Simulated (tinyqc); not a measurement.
RKS/PBE in the 6-31g basis, for H3-, spin multiplicity 1, step by step. The basis has no diffuse functions, so it cannot describe the extra electron: this is an exercise in the method, not the real anion. Computed by tinyqc, a small Python program that keeps every step (integrals from PySCF). Settings: charge = -1, multiplicity = 1, basis = 6-31g, energy threshold = 1e-08, iteration cap = 56, orthogonalisation = symmetric, start = highest core orbitals, DIIS depth = 3, method = RKS, functional = pbe,pbe, grid = [30, 26]. Command: `OMP_NUM_THREADS=1 python tinyqc.py 27817 27818 out.jsonl` (the two numbers bound the seeds that draw the settings). One thread of a shared host (Intel(R) Xeon(R) Processor @ 2.60GHz), about 0.5 s of CPU time with the checks. Later iterations appear only in the table of the cycle.

## One-electron integrals

Geometry (angstrom):
```
atom,x,y,z
H,0.00000,0.00000,0.00000
H,0.00000,0.00000,1.09100
H,0.00000,0.00000,-1.09100
```

Basis 6-31g: exponents (1/bohr^2) and contraction coefficients of normalised primitives:
```
element,l (shell),exponent,coefficient
H,s (1),18.73114,0.03349
H,s (1),2.82539,0.23473
H,s (1),0.64012,0.81376
H,s (2),0.16128,1.00000
```

Overlap, kinetic and nuclear-attraction integrals over the contracted functions; the nuclear repulsion is the sum of Za Zb / Rab.

nuclear repulsion = 1.2125967 hartree

overlap S, lower triangle:
```
,1H 1s,1H 2s,2H 1s,2H 2s,3H 1s,3H 2s
1H 1s,1.00000
1H 2s,0.65829,1.00000
2H 1s,0.19928,0.37658,1.00000
2H 2s,0.37658,0.70981,0.65829,1.00000
3H 1s,0.19928,0.37658,0.00291,0.07088,1.00000
3H 2s,0.37658,0.70981,0.07088,0.25384,0.65829,1.00000
```

kinetic energy T (hartree), lower triangle:
```
,1H 1s,1H 2s,2H 1s,2H 2s,3H 1s,3H 2s
1H 1s,1.39568
1H 2s,0.25974,0.24192
2H 1s,-0.00905,0.09297,1.39568
2H 2s,0.09297,0.13248,0.25974,0.24192
3H 1s,-0.00905,0.09297,-0.00752,-0.01347,1.39568
3H 2s,0.09297,0.13248,-0.01347,0.00528,0.25974,0.24192
```

nuclear attraction V (hartree), lower triangle:
```
,1H 1s,1H 2s,2H 1s,2H 2s,3H 1s,3H 2s
1H 1s,-2.62268
1H 2s,-1.37578,-1.51612
2H 1s,-0.43453,-0.72283,-2.38048
2H 2s,-0.77611,-1.04223,-1.21869,-1.32078
3H 1s,-0.43453,-0.72283,-0.00653,-0.13742,-2.38048
3H 2s,-0.77611,-1.04223,-0.13742,-0.38485,-1.21869,-1.32078
```

core Hamiltonian H = T + V (hartree), lower triangle:
```
,1H 1s,1H 2s,2H 1s,2H 2s,3H 1s,3H 2s
1H 1s,-1.22701
1H 2s,-1.11604,-1.27420
2H 1s,-0.44357,-0.62986,-0.98480
2H 2s,-0.68314,-0.90975,-0.95896,-1.07886
3H 1s,-0.44357,-0.62986,-0.01405,-0.15090,-0.98480
3H 2s,-0.68314,-0.90975,-0.15090,-0.37957,-0.95896,-1.07886
```

## Two-electron integrals

Functions are numbered as in S; the eight-fold symmetry (ij|kl) = (ji|kl) = (kl|ij) leaves the list below.

Two-electron integrals (ij|kl) in chemists' order, unique and non-zero (hartree):
```
i,j,k,l,(ij|kl)
1,1,1,1,1.07657
2,1,1,1,0.57847
2,1,2,1,0.32942
2,2,1,1,0.58740
2,2,2,1,0.36130
2,2,2,2,0.45315
3,1,1,1,0.15567
3,1,2,1,0.09153
3,1,2,2,0.10501
3,1,3,1,0.03664
3,2,1,1,0.20702
3,2,2,1,0.12999
3,2,2,2,0.16812
3,2,3,1,0.05740
3,2,3,2,0.10672
3,3,1,1,0.47992
3,3,2,1,0.30986
3,3,2,2,0.42217
3,3,3,1,0.15567
3,3,3,2,0.32048
3,3,3,3,1.07657
4,1,1,1,0.32048
4,1,2,1,0.18385
4,1,2,2,0.20402
4,1,3,1,0.05740
4,1,3,2,0.08404
4,1,3,3,0.20702
4,1,4,1,0.10672
4,2,1,1,0.38004
4,2,2,1,0.23641
4,2,2,2,0.30418
4,2,3,1,0.08134
4,2,3,2,0.14156
4,2,3,3,0.38004
4,2,4,1,0.14156
4,2,4,2,0.22831
4,3,1,1,0.30986
4,3,2,1,0.19859
4,3,2,2,0.26924
4,3,3,1,0.09153
4,3,3,2,0.18385
4,3,3,3,0.57847
4,3,4,1,0.12999
4,3,4,2,0.23641
4,3,4,3,0.32942
4,4,1,1,0.42217
4,4,2,1,0.26924
4,4,2,2,0.36784
4,4,3,1,0.10501
4,4,3,2,0.20402
4,4,3,3,0.58740
4,4,4,1,0.16812
4,4,4,2,0.30418
4,4,4,3,0.36130
4,4,4,4,0.45315
5,1,1,1,0.15567
5,1,2,1,0.09153
5,1,2,2,0.10501
5,1,3,1,0.01945
5,1,3,2,0.02777
5,1,3,3,0.06487
5,1,4,1,0.04611
5,1,4,2,0.05941
5,1,4,3,0.04263
5,1,4,4,0.06305
5,1,5,1,0.03664
5,2,1,1,0.20702
5,2,2,1,0.12999
5,2,2,2,0.16812
5,2,3,1,0.02777
5,2,3,2,0.04220
5,2,3,3,0.10073
5,2,4,1,0.06508
5,2,4,2,0.09235
5,2,4,3,0.06627
5,2,4,4,0.09964
5,2,5,1,0.05740
5,2,5,2,0.10672
5,3,1,1,0.00282
5,3,2,1,0.00157
5,3,2,2,0.00166
5,3,3,1,0.00043
5,3,3,2,0.00059
5,3,3,3,0.00140
5,3,4,1,0.00087
5,3,4,2,0.00108
5,3,4,3,0.00090
5,3,4,4,0.00121
5,3,5,1,0.00043
5,3,5,2,0.00059
5,3,5,3,7.58e-06
5,4,1,1,0.04547
5,4,2,1,0.02781
5,4,2,2,0.03417
5,4,3,1,0.00606
5,4,3,2,0.00898
5,4,3,3,0.02124
5,4,4,1,0.01409
5,4,4,2,0.01927
5,4,4,3,0.01396
5,4,4,4,0.02075
5,4,5,1,0.01134
5,4,5,2,0.01943
5,4,5,3,0.00013
5,4,5,4,0.00369
5,5,1,1,0.47992
5,5,2,1,0.30986
5,5,2,2,0.42217
5,5,3,1,0.06487
5,5,3,2,0.10073
5,5,3,3,0.24252
5,5,4,1,0.15276
5,5,4,2,0.22419
5,5,4,3,0.15964
5,5,4,4,0.24191
5,5,5,1,0.15567
5,5,5,2,0.32048
5,5,5,3,0.00140
5,5,5,4,0.05496
5,5,5,5,1.07657
6,1,1,1,0.32048
6,1,2,1,0.18385
6,1,2,2,0.20402
6,1,3,1,0.04611
6,1,3,2,0.06508
6,1,3,3,0.15276
6,1,4,1,0.09892
6,1,4,2,0.12652
6,1,4,3,0.09922
6,1,4,4,0.13984
6,1,5,1,0.05740
6,1,5,2,0.08404
6,1,5,3,0.00087
6,1,5,4,0.01755
6,1,5,5,0.20702
6,1,6,1,0.10672
6,2,1,1,0.38004
6,2,2,1,0.23641
6,2,2,2,0.30418
6,2,3,1,0.05941
6,2,3,2,0.09235
6,2,3,3,0.22419
6,2,4,1,0.12652
6,2,4,2,0.18533
6,2,4,3,0.14596
6,2,4,4,0.21138
6,2,5,1,0.08134
6,2,5,2,0.14156
6,2,5,3,0.00108
6,2,5,4,0.02727
6,2,5,5,0.38004
6,2,6,1,0.14156
6,2,6,2,0.22831
6,3,1,1,0.04547
6,3,2,1,0.02781
6,3,2,2,0.03417
6,3,3,1,0.01134
6,3,3,2,0.01943
6,3,3,3,0.05496
6,3,4,1,0.01755
6,3,4,2,0.02727
6,3,4,3,0.03219
6,3,4,4,0.03694
6,3,5,1,0.00606
6,3,5,2,0.00898
6,3,5,3,0.00013
6,3,5,4,0.00193
6,3,5,5,0.02124
6,3,6,1,0.01409
6,3,6,2,0.01927
6,3,6,3,0.00369
6,4,1,1,0.14911
6,4,2,1,0.09171
6,4,2,2,0.11503
6,4,3,1,0.02666
6,4,3,2,0.04268
6,4,3,3,0.10716
6,4,4,1,0.05179
6,4,4,2,0.07721
6,4,4,3,0.06835
6,4,4,4,0.09337
6,4,5,1,0.02666
6,4,5,2,0.04268
6,4,5,3,0.00042
6,4,5,4,0.00867
6,4,5,5,0.10716
6,4,6,1,0.05179
6,4,6,2,0.07721
6,4,6,3,0.00867
6,4,6,4,0.02920
6,5,1,1,0.30986
6,5,2,1,0.19859
6,5,2,2,0.26924
6,5,3,1,0.04263
6,5,3,2,0.06627
6,5,3,3,0.15964
6,5,4,1,0.09922
6,5,4,2,0.14596
6,5,4,3,0.10508
6,5,4,4,0.15889
6,5,5,1,0.09153
6,5,5,2,0.18385
6,5,5,3,0.00090
6,5,5,4,0.03219
6,5,5,5,0.57847
6,5,6,1,0.12999
6,5,6,2,0.23641
6,5,6,3,0.01396
6,5,6,4,0.06835
6,5,6,5,0.32942
6,6,1,1,0.42217
6,6,2,1,0.26924
6,6,2,2,0.36784
6,6,3,1,0.06305
6,6,3,2,0.09964
6,6,3,3,0.24191
6,6,4,1,0.13984
6,6,4,2,0.21138
6,6,4,3,0.15889
6,6,4,4,0.23787
6,6,5,1,0.10501
6,6,5,2,0.20402
6,6,5,3,0.00121
6,6,5,4,0.03694
6,6,5,5,0.58740
6,6,6,1,0.16812
6,6,6,2,0.30418
6,6,6,3,0.02075
6,6,6,4,0.09337
6,6,6,5,0.36130
6,6,6,6,0.45315
```

## Orthogonalisation

S = U s U^T; symmetric (Loewdin) form X = U s^(-1/2) U^T, so that X^T S X = 1.

eigenvalues of S: 0.07350  0.27097  0.41155  0.76135  1.47229  3.01036

X, lower triangle:
```
,1H 1s,1H 2s,2H 1s,2H 2s,3H 1s,3H 2s
1H 1s,1.27599
1H 2s,-0.60691,2.45932
2H 1s,-0.01917,-0.00006,1.25560
2H 2s,0.07402,-0.91391,-0.49395,1.73426
3H 1s,-0.01917,-0.00006,-0.00244,0.04241,1.25560
3H 2s,0.07402,-0.91391,0.04241,0.24709,-0.49395,1.73426
```

## Starting guess

The start is the highest orbitals of the core Hamiltonian (a deliberately bad start); D = 2 C_occ C_occ^T.

D at the start, lower triangle:
```
,1H 1s,1H 2s,2H 1s,2H 2s,3H 1s,3H 2s
1H 1s,1.64243
1H 2s,-4.23047,10.89658
2H 1s,-1.08281,2.78904,2.25338
2H 2s,2.70115,-6.95744,-3.59689,6.58468
3H 1s,-1.08281,2.78904,-0.82564,0.03530,2.25338
3H 2s,2.70115,-6.95744,0.03530,2.29994,-3.59689,6.58468
```

## Iteration 1: exchange-correlation on the grid

Becke grid with 30 radial and 26 angular points per atom, points of zero weight dropped. rho = sum D_ij phi_i phi_j; V_xc,ij = sum w v_xc phi_i phi_j plus the gradient terms; v_xc is d(rho eps)/d rho at fixed gradient.

The 12 grid points with the largest w rho, of 2310 (bohr, atomic units):
```
x,y,z,w,rho,|grad rho|^2,eps_xc,v_xc
0.00000,0.00000,4.58279,1.49381,0.01981,0.00050,-0.24469,-0.30708
0.00000,0.00000,-4.58279,1.49381,0.01981,0.00050,-0.24469,-0.30708
0.00000,0.00000,5.00330,2.33027,0.01092,0.00033,-0.21372,-0.24001
0.00000,0.00000,-5.00330,2.33027,0.01092,0.00033,-0.21372,-0.24001
0.00000,0.00000,4.21478,0.95576,0.02653,0.00011,-0.26429,-0.34416
0.00000,0.00000,-4.21478,0.95576,0.02653,0.00011,-0.26429,-0.34416
-1.78269,0.00000,3.84438,1.19504,0.01716,0.00035,-0.23421,-0.29414
1.78269,0.00000,3.84438,1.19504,0.01716,0.00035,-0.23421,-0.29414
0.00000,-1.78269,3.84438,1.19504,0.01716,0.00035,-0.23421,-0.29414
0.00000,1.78269,3.84438,1.19504,0.01716,0.00035,-0.23421,-0.29414
0.00000,1.78269,-3.84438,1.19504,0.01716,0.00035,-0.23421,-0.29414
-1.78269,0.00000,-3.84438,1.19504,0.01716,0.00035,-0.23421,-0.29414
```

electrons on the grid, sum of w rho = 3.96118

E_xc = sum of w rho eps_xc = -1.3528166 hartree

V_xc (hartree), lower triangle:
```
,1H 1s,1H 2s,2H 1s,2H 2s,3H 1s,3H 2s
1H 1s,-0.46422
1H 2s,-0.22313,-0.24673
2H 1s,-0.07638,-0.13891,-0.52208
2H 2s,-0.12607,-0.18065,-0.25006,-0.27060
3H 1s,-0.07638,-0.13891,-0.00108,-0.02444,-0.52208
3H 2s,-0.12607,-0.18065,-0.02444,-0.06263,-0.25006,-0.27060
```

## Iteration 1: building the Kohn-Sham matrix

J_ij = sum D_kl (ij|kl); F = H + J + V_xc; E = tr D H + tr D J / 2 + E_xc + E_nn.

Coulomb J (hartree), lower triangle:
```
,1H 1s,1H 2s,2H 1s,2H 2s,3H 1s,3H 2s
1H 1s,1.74818
1H 2s,1.06892,1.40961
2H 1s,0.34152,0.61575,1.79389
2H 2s,0.61076,0.99330,1.06375,1.35129
3H 1s,0.34152,0.61575,0.00489,0.11553,1.79389
3H 2s,0.61076,0.99330,0.11553,0.35782,1.06375,1.35129
```

Kohn-Sham matrix F (hartree), lower triangle:
```
,1H 1s,1H 2s,2H 1s,2H 2s,3H 1s,3H 2s
1H 1s,0.05695
1H 2s,-0.27025,-0.11133
2H 1s,-0.17843,-0.15302,0.28702
2H 2s,-0.19845,-0.09710,-0.14527,0.00182
3H 1s,-0.17843,-0.15302,-0.01024,-0.05981,0.28702
3H 2s,-0.19845,-0.09710,-0.05981,-0.08439,-0.14527,0.00182
```

total energy of this density = 2.5226315 hartree

## Iteration 1: diagonalisation and new density

Diagonalise F' = X^T F X, C = X C', fill 2 alpha and 2 beta electrons from the bottom; D = 2 C_occ C_occ^T. Each column has its largest component positive (the first on a tie).

F' = X^T F X (hartree), lower triangle:
```
,1,2,3,4,5,6
1,0.42356
2,-0.47367,0.44919
3,-0.10999,-0.07520,0.63543
4,-0.04211,-0.13541,-0.41736,0.37888
5,-0.10999,-0.07520,0.02483,0.03646,0.63543
6,-0.04211,-0.13541,0.03646,-0.03364,-0.41736,0.37888
```

orbital energies (hartree): MO1 -0.23401, MO2 0.04706, MO3 0.27793, MO4 0.83880, MO5 0.97607, MO6 0.99552

coefficients C:
```
,MO1,MO2,MO3,MO4,MO5,MO6
1H 1s,0.38823,0.00000,0.35005,-0.85709,0.00000,-1.00016
1H 2s,0.44457,0.00000,1.48613,1.22608,0.00000,2.04391
2H 1s,0.16212,0.26256,-0.12877,-0.64622,-0.93072,0.65350
2H 2s,0.08414,0.58115,-1.13929,0.10539,0.95496,-1.26070
3H 1s,0.16212,-0.26256,-0.12877,-0.64622,0.93072,0.65350
3H 2s,0.08414,-0.58115,-1.13929,0.10539,-0.95496,-1.26070
```

D after iteration 1, lower triangle:
```
,1H 1s,1H 2s,2H 1s,2H 2s,3H 1s,3H 2s
1H 1s,0.30144
1H 2s,0.34519,0.39528
2H 1s,0.12588,0.14415,0.19044
2H 2s,0.06533,0.07481,0.33245,0.68962
3H 1s,0.12588,0.14415,-0.08531,-0.27789,0.19044
3H 2s,0.06533,0.07481,-0.27789,-0.66130,0.33245,0.68962
```

## Iteration 2: exchange-correlation on the grid

As before.

The 12 grid points with the largest w rho, of 2310 (bohr, atomic units):
```
x,y,z,w,rho,|grad rho|^2,eps_xc,v_xc
1.54555,0.00000,2.06169,0.37605,0.02269,0.00172,-0.26396,-0.30331
0.00000,1.54555,2.06169,0.37605,0.02269,0.00172,-0.26396,-0.30331
-1.54555,0.00000,2.06169,0.37605,0.02269,0.00172,-0.26396,-0.30331
0.00000,-1.54555,2.06169,0.37605,0.02269,0.00172,-0.26396,-0.30331
0.00000,1.54555,-2.06169,0.37605,0.02269,0.00172,-0.26396,-0.30331
0.00000,-1.54555,-2.06169,0.37605,0.02269,0.00172,-0.26396,-0.30331
1.54555,0.00000,-2.06169,0.37605,0.02269,0.00172,-0.26396,-0.30331
-1.54555,0.00000,-2.06169,0.37605,0.02269,0.00172,-0.26396,-0.30331
0.00000,-1.29576,2.06169,0.23352,0.03559,0.00407,-0.29856,-0.35451
-1.29576,0.00000,2.06169,0.23352,0.03559,0.00407,-0.29856,-0.35451
1.29576,0.00000,2.06169,0.23352,0.03559,0.00407,-0.29856,-0.35451
0.00000,1.29576,2.06169,0.23352,0.03559,0.00407,-0.29856,-0.35451
```

electrons on the grid, sum of w rho = 3.99780

E_xc = sum of w rho eps_xc = -1.2909901 hartree

V_xc (hartree), lower triangle:
```
,1H 1s,1H 2s,2H 1s,2H 2s,3H 1s,3H 2s
1H 1s,-0.56129
1H 2s,-0.31414,-0.33706
2H 1s,-0.10190,-0.17318,-0.53100
2H 2s,-0.17838,-0.23597,-0.29589,-0.31071
3H 1s,-0.10190,-0.17318,-0.00149,-0.03264,-0.53100
3H 2s,-0.17838,-0.23597,-0.03264,-0.08556,-0.29589,-0.31071
```

## Iteration 2: building the Kohn-Sham matrix

As before.

Coulomb J (hartree), lower triangle:
```
,1H 1s,1H 2s,2H 1s,2H 2s,3H 1s,3H 2s
1H 1s,2.28019
1H 2s,1.38542,1.73556
2H 1s,0.42699,0.72106,1.96940
2H 2s,0.78727,1.19449,1.20199,1.53037
3H 1s,0.42699,0.72106,0.00640,0.14044,1.96940
3H 2s,0.78727,1.19449,0.14044,0.44056,1.20199,1.53037
```

Kohn-Sham matrix F (hartree), lower triangle:
```
,1H 1s,1H 2s,2H 1s,2H 2s,3H 1s,3H 2s
1H 1s,0.49190
1H 2s,-0.04475,0.12429
2H 1s,-0.11848,-0.08197,0.45360
2H 2s,-0.07425,0.04876,-0.05285,0.14080
3H 1s,-0.11848,-0.08197,-0.00914,-0.04310,0.45360
3H 2s,-0.07425,0.04876,-0.04310,-0.02458,-0.05285,0.14080
```

total energy of this density = -1.6042967 hartree

## Iteration 2: DIIS over 2 matrices

error matrix X^T (FDS - SDF) X:
```
,1,2,3,4,5,6
1,0.00000,0.16192,0.09492,0.12553,0.09492,0.12553
2,-0.16192,0.00000,0.02174,0.02907,0.02174,0.02907
3,-0.09492,-0.02174,0.00000,0.03714,0.00000,-0.03675
4,-0.12553,-0.02907,-0.03714,0.00000,0.03675,0.00000
5,-0.09492,-0.02174,0.00000,-0.03675,0.00000,0.03714
6,-0.12553,-0.02907,0.03675,0.00000,-0.03714,0.00000
```

B (overlaps of the stored error matrices):
```
,1,2
1,3.8122960e-01,-3.2254973e-02
2,-3.2254973e-02,1.6769404e-01
```

Minimise |sum c_i e_i|^2 with sum c_i = 1: solve [B -1; -1 0][c; lambda] = [0; -1] with B_ij = tr e_i^T e_j, and take F = sum c_i F_i.

DIIS coefficients: 0.32595  0.67405

extrapolated F (hartree), lower triangle:
```
,1H 1s,1H 2s,2H 1s,2H 2s,3H 1s,3H 2s
1H 1s,0.35013
1H 2s,-0.11825,0.04749
2H 1s,-0.13803,-0.10513,0.39930
2H 2s,-0.11473,0.00122,-0.08298,0.09550
3H 1s,-0.13803,-0.10513,-0.00950,-0.04855,0.39930
3H 2s,-0.11473,0.00122,-0.04855,-0.04407,-0.08298,0.09550
```

## Iteration 2: diagonalisation and new density

As before.

F' = X^T F X (hartree), lower triangle:
```
,1,2,3,4,5,6
1,0.73735
2,-0.48184,0.58966
3,-0.10844,-0.07438,0.75733
4,-0.02259,-0.11661,-0.42820,0.44095
5,-0.10844,-0.07438,0.02372,0.03329,0.75733
6,-0.02259,-0.11661,0.03329,-0.04027,-0.42820,0.44095
```

orbital energies (hartree): MO1 -0.05830, MO2 0.12898, MO3 0.37743, MO4 0.99295, MO5 1.08585, MO6 1.19666

coefficients C:
```
,MO1,MO2,MO3,MO4,MO5,MO6
1H 1s,0.27341,0.00000,0.27562,0.52577,0.00000,-1.25739
1H 2s,0.30434,0.00000,1.76762,-0.53199,0.00000,2.14172
2H 1s,0.17871,0.23824,-0.06688,0.81595,-0.93724,0.43050
2H 2s,0.22733,0.60581,-1.22090,-0.48653,0.93951,-1.06139
3H 1s,0.17871,-0.23824,-0.06688,0.81595,0.93724,0.43050
3H 2s,0.22733,-0.60581,-1.22090,-0.48653,-0.93951,-1.06139
```

D after iteration 2, lower triangle:
```
,1H 1s,1H 2s,2H 1s,2H 2s,3H 1s,3H 2s
1H 1s,0.14951
1H 2s,0.16642,0.18525
2H 1s,0.09772,0.10878,0.17739
2H 2s,0.12431,0.13837,0.36991,0.83737
3H 1s,0.09772,0.10878,-0.04965,-0.20741,0.17739
3H 2s,0.12431,0.13837,-0.20741,-0.63066,0.36991,0.83737
```

## Iteration 7 (converged): orbitals

converged F (hartree), lower triangle:
```
,1H 1s,1H 2s,2H 1s,2H 2s,3H 1s,3H 2s
1H 1s,0.36143
1H 2s,-0.11316,0.06492
2H 1s,-0.13587,-0.09903,0.42843
2H 2s,-0.11175,0.01351,-0.07175,0.11242
3H 1s,-0.13587,-0.09903,-0.00948,-0.04762,0.42843
3H 2s,-0.11175,0.01351,-0.04762,-0.03965,-0.07175,0.11242
```

As before.

F' = X^T F X (hartree), lower triangle:
```
,1,2,3,4,5,6
1,0.75346
2,-0.49084,0.61579
3,-0.10838,-0.07518,0.79336
4,-0.02375,-0.11591,-0.43519,0.45990
5,-0.10838,-0.07518,0.02397,0.03369,0.79336
6,-0.02375,-0.11591,0.03369,-0.04090,-0.43519,0.45990
```

orbital energies (hartree): MO1 -0.04311, MO2 0.14736, MO3 0.39239, MO4 1.03057, MO5 1.12283, MO6 1.22574

coefficients C:
```
,MO1,MO2,MO3,MO4,MO5,MO6
1H 1s,0.28086,0.00000,0.27925,0.53665,0.00000,-1.25033
1H 2s,0.30261,0.00000,1.75911,-0.55996,0.00000,2.14183
2H 1s,0.17484,0.23260,-0.06486,0.81243,0.93865,0.43897
2H 2s,0.22750,0.61145,-1.22215,-0.47046,-0.93585,-1.06715
3H 1s,0.17484,-0.23260,-0.06486,0.81243,-0.93865,0.43897
3H 2s,0.22750,-0.61145,-1.22215,-0.47046,0.93585,-1.06715
```

D after iteration 7, lower triangle:
```
,1H 1s,1H 2s,2H 1s,2H 2s,3H 1s,3H 2s
1H 1s,0.15776
1H 2s,0.16998,0.18315
2H 1s,0.09821,0.10581,0.16935
2H 2s,0.12779,0.13769,0.36400,0.85124
3H 1s,0.09821,0.10581,-0.04707,-0.20490,0.16935
3H 2s,0.12779,0.13769,-0.20490,-0.64422,0.36400,0.85124
```

## Convergence

Stop when the energy changes by less than 1e-08 hartree and every element of the error matrix X^T (F D S - S D F) X is below 3e-05.

Course of the cycle:
```
iteration,E (hartree),change,largest element of the error matrix
1,2.5226315,-,2.44e-01
2,-1.6042967,-4.13e+00,1.62e-01
3,-1.6455973,-4.13e-02,1.09e-02
4,-1.6457806,-1.83e-04,3.49e-03
5,-1.6458204,-3.98e-05,2.81e-04
6,-1.6458206,-2.16e-07,6.81e-06
7,-1.6458206,-5.13e-11,1.00e-06
```

PySCF RKS in the same basis, fine grid = -1.6443323 hartree

Converged in 7 iterations. The coarse grid moves the energy by -1.49e-03 hartree.

## Populations, bond orders and dipole

Mulliken: Z minus the diagonal of D S on the atom; Loewdin: the same with S^(1/2) D S^(1/2); Mayer order: 2 sum_s sum (D(s) S)_ij (D(s) S)_ji over the two atoms.

Charges (e):
```
atom,Mulliken,Loewdin
1H,0.02476,0.03654
2H,-0.51238,-0.51827
3H,-0.51238,-0.51827
```

Mayer bond orders:
```
pair,order
2-1,0.49969
3-1,0.49969
3-2,0.18146
```

dipole moment about the origin, x y z (debye): 0.00000  0.00000  0.00000
